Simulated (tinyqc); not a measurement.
# Electron mobility in a silicon inversion layer, empirical terms and Matthiessen rule, step by step

Computed by the program tinyqc: `OMP_NUM_THREADS=1 python tinyqc.py 2510137 2510138 out.jsonl`, one thread of a shared Intel Xeon 2.30GHz, about 0.01 s for the whole run. Printed values are rounded.

Inversion layer of sheet density Ns on a uniformly doped body. The mobility terms are empirical power laws with prefactors chosen for the exercise; adding their inverses (Matthiessen) is itself an approximation.

Inputs (values chosen for the exercise); material values close to those of silicon:
- T = 400 K (temperature)
- Eg = 1.1 eV (band gap)
- eps_r = 11.5 (relative permittivity of the semiconductor)
- Nc = 4.28e19 cm^-3 (conduction-band density of states at T)
- Nv = 4.05e19 cm^-3 (valence-band density of states at T)
- Nb = 2.1e17 cm^-3 (body doping)
- Vsb = 0 V (reverse body bias)
- eta = 0.5 (weight of the inversion charge in the effective field)
- Cox = 0.56 uF/cm^2 (gate capacitance)
- Ap = 476 cm^2/(V s) (phonon-limited mobility at 1 MV/cm and 300 K)
- As = 648 cm^2/(V s) (roughness-limited mobility at 1 MV/cm)
- gs = 2 (exponent of the roughness term)
- Ac = 1800 cm^2/(V s) (Coulomb prefactor)
- Nit = 1.3e10 cm^-2 (charge at the interface)
- Ns = 9e11 cm^-2 (inversion density)
- WL = 1 (ratio W/L)
- Vd = 0.01 V (drain voltage)
- I = 0.416 uA (measured linear current)

Constants: q = 1.602176634e-19 C, kB = 1.380649e-23 J/K, Vt = kB T/q, eps0 = 8.8541878128e-14 F/cm where lengths are in cm. Results are converted to the units shown.

## Depletion charge and effective field

ni = sqrt(Nc Nv) exp(-Eg/(2 Vt)), Eg in volts; Ndep = sqrt(2 eps0 eps_r Nb (2 Vt ln(Nb/ni) + Vsb)/q); E = q (Ndep + eta Ns)/(eps0 eps_r), in MV/cm.

ni = 4.895019e12 cm^-3
Ndep = 1.401000e12 cm^-2
E = 0.2912529 MV/cm

The depletion charge gives 75.7 % of the field.

## Mobility terms and their sum

With t = T/(300 K): muC = Ac (Ns/1e12 cm^-2) t/(Nb/1e17 cm^-3 + Nit/1e11 cm^-2), muP = Ap E^(-1/3) t^(-1.75), muS = As E^(-gs); 1/mu is the sum of the inverses.

terms (cm^2/(V s)): Coulomb 968.6099, phonon 434.0510, roughness 7638.966
mu = 288.4178 cm^2/(V s)
shares of 1/mu (%): Coulomb 29.77647, phonon 66.44792, roughness 3.775613

The phonon term limits most.

## Iteration 1: inversion density for the measured current

Ns at the start = 1.4e12 cm^-2

I = (W/L) q Ns mu Vd. E = q (Ndep + eta Ns)/(eps0 eps_r) in MV/cm. With t = T/(300 K): muC = Ac (Ns/1e12 cm^-2) t/(Nb/1e17 cm^-3 + Nit/1e11 cm^-2), muP = Ap E^(-1/3) t^(-1.75), muS = As E^(-gs); 1/mu is the sum of the inverses. Ns(new) = I/((W/L) q mu Vd).

E = 0.3305901 MV/cm
mu = 309.0618 cm^2/(V s)
Ns after iteration 1 = 8.401127e11 cm^-2

## Iteration 2: inversion density for the measured current

As before.

E = 0.2865413 MV/cm
mu = 283.7608 cm^2/(V s)
Ns after iteration 2 = 9.150199e11 cm^-2

## Course of the iteration: inversion density for the measured current

Stop when Ns changes by less than 1e5 cm^-2, or after 120 iterations.

Course of the iteration:

| iteration | Ns (cm^-2) | \|change\| (cm^-2) |
|---|---|---|
| 1 | 8.401127e11 | 5.60e11 |
| 2 | 9.150199e11 | 7.49e10 |
| 3 | 8.969293e11 | 1.81e10 |
| 4 | 9.009411e11 | 4.01e9 |
| 5 | 9.000332e11 | 9.08e8 |
| 6 | 9.002377e11 | 2.05e8 |
| 7 | 9.001916e11 | 4.61e7 |
| 8 | 9.002020e11 | 1.04e7 |
| 9 | 9.001996e11 | 2.35e6 |
| 10 | 9.002002e11 | 5.29e5 |
| 11 | 9.002001e11 | 1.19e5 |
| 12 | 9.002001e11 | 2.69e4 |

Converged in 12 iterations. At the end each change is about 0.23 times the one before, with alternating sign: linear convergence.

## Split C-V extraction

| point | Vg (V) | Cgc (uF/cm^2) | I (uA) |
|---|---|---|---|
| 0 | 0.2 | 3.544804e-4 | 1.695537e-8 |
| 1 | 0.3 | 0.003284736 | 1.460721e-6 |
| 2 | 0.4 | 0.02917474 | 1.187547e-4 |
| 3 | 0.5 | 0.1896220 | 0.006270470 |
| 4 | 0.6 | 0.4629303 | 0.07795092 |
| 5 | 0.7 | 0.5476718 | 0.2452582 |
| 6 | 0.8 | 0.5586500 | 0.4408360 |
| 7 | 0.9 | 0.5598548 | 0.6353325 |
| 8 | 1 | 0.5599844 | 0.8217349 |
| 9 | 1.1 | 0.5599983 | 0.9983810 |
| 10 | 1.2 | 0.5599998 | 1.165091 |
| 11 | 1.3 | 0.5600000 | 1.322175 |
| 12 | 1.4 | 0.5600000 | 1.470106 |

Q(Vg) is the trapezoid sum of Cgc from the first point (where Q is taken as 0); mu_eff = I/((W/L) Q Vd); mu_FE = (dI/dVg)/((W/L) Cox Vd) with a backward difference. Listed from point 4 on.

| point | Q (uC/cm^2) | mu_eff (cm^2/(V s)) | mu_FE (cm^2/(V s)) |
|---|---|---|---|
| 4 | 0.04537239 | 171.8026 | 128.0008 |
| 5 | 0.09590249 | 255.7371 | 298.7630 |
| 6 | 0.1512186 | 291.5224 | 349.2460 |
| 7 | 0.2071438 | 306.7108 | 347.3153 |
| 8 | 0.2631358 | 312.2855 | 332.8615 |
| 9 | 0.3191349 | 312.8398 | 315.4394 |
| 10 | 0.3751348 | 310.5793 | 297.6969 |
| 11 | 0.4311348 | 306.6733 | 280.5072 |
| 12 | 0.4871348 | 301.7862 | 264.1612 |

At the last point mu_FE is 12 % below mu_eff: where the mobility falls with gate voltage the slope of I understates it.
